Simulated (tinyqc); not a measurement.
# Off-state leakage of single and stacked transistors, step by step

Numbers from tinyqc (`OMP_NUM_THREADS=1 python tinyqc.py 2242182 2242183 out.jsonl`; about 0.03 s on one thread of a shared Intel Xeon 2.30GHz). Printed values are rounded.

n-channel devices of unit width. Subthreshold current I(Vg, Vs, Vd) = I0 (T/300 K)^0.5 exp[(Vg - Vs - VT(T) - gb (Vs - Vb) + dd (Vd - Vs))/(nf Vt)] (1 - exp(-(Vd - Vs)/Vt)), VT(T) = VT - cT (T - 300 K). Gate-edge tunnelling Ig (Vd/1 V) exp(ag (Vd - 1 V)), for a gate at 0 V, and band-to-band leakage Ab u exp(-Bb/u), u = Vd - Vb + 1 V, flow at a drain held at V; both are taken as independent of T. In a stack of off transistors (all gates at 0 V) the same subthreshold current passes through each.

Inputs (values chosen for the exercise); values of the order met in bulk silicon logic transistors: temperature T = 330 K; supply voltage V = 0.8 V; threshold at 300 K, zero drain and body bias VT = 0.46 V; fall of the threshold with temperature cT = 0.8 mV/K; current at threshold at 300 K I0 = 0.35 uA/um; slope factor nf = 1.2; drain-induced lowering per volt dd = 0.06; rise of the threshold per volt of source-body bias gb = 0.18; gate-edge tunnelling current at 1 V Ig = 0.0005 uA/um; exponential slope of the gate current ag = 5.3 1/V; prefactor of band-to-band leakage at the drain Ab = 9 uA/(um V); its exponential voltage Bb = 23 V; body voltage Vb = 0 V.

Constants: q = 1.602176634e-19 C, kB = 1.380649e-23 J/K, Vt = kB T/q. Results are converted to the units shown.

## Leakage of one transistor

Vg = Vs = 0, Vd = V; effective threshold VT(T) - gb Vb - dd V.

effective threshold = 0.388 V
parts (nA/um): subthreshold 0.00423448, gate edge 0.138582, band-to-band 0.0457295
total = 0.188546 nA/um
shares (%): subthreshold 2.24586, gate edge 73.5004, band-to-band 24.2537

The gate edge part is the largest.

## Starting value

Vx = dd V/(1 + gb + 2 dd), the solution for Vx well above Vt, rounded to three decimals.

Vx at the start = 0.037 V

## Iteration 1: new Vx

Stack of two, Vx the node between them: I_low = I(0, 0, Vx), I_up = I(0, Vx, V), f = ln(I_up/I_low), f' = -(1 + gb + 2 dd)/(nf Vt) - 1/(Vt (exp(Vx/Vt) - 1)) - 1/(Vt (exp((V - Vx)/Vt) - 1)), Vx(new) = Vx - f/f'.

I_low = 8.05686e-4 nA/um
I_up = 0.00110382 nA/um
f = 0.314838
f' = -51.2495 1/V
Vx after iteration 1 = 0.0431432 V

## Iteration 2: new Vx

As before.

I_low = 8.73625e-4 nA/um
I_up = 8.82980e-4 nA/um
f = 0.0106518
f' = -47.9758 1/V
Vx after iteration 2 = 0.0433653 V

## Iteration 3: new Vx

As before.

I_low = 8.75876e-4 nA/um
I_up = 8.75885e-4 nA/um
f = 1.09251e-5
f' = -47.8776 1/V
Vx after iteration 3 = 0.0433655 V

## Course of the iteration

Stop when the step is below 1e-11 V, or after 40 iterations.

Course of the iteration:

| iteration | Vx before the step (V) | step (V) |
|---|---|---|
| 1 | 0.037 | 6.14e-3 |
| 2 | 0.0431432 | 2.22e-4 |
| 3 | 0.0433653 | 2.28e-7 |
| 4 | 0.0433655 | 2.39e-13 |

Converged in 4 iterations. The subthreshold current of the stack is 8.759e-4 nA/um, 4.83 times less than that of one transistor (the drain leakage is unchanged); the estimate exp[dd V (1 + gb + dd)/((1 + gb + 2 dd) nf Vt)] gives 3.83.
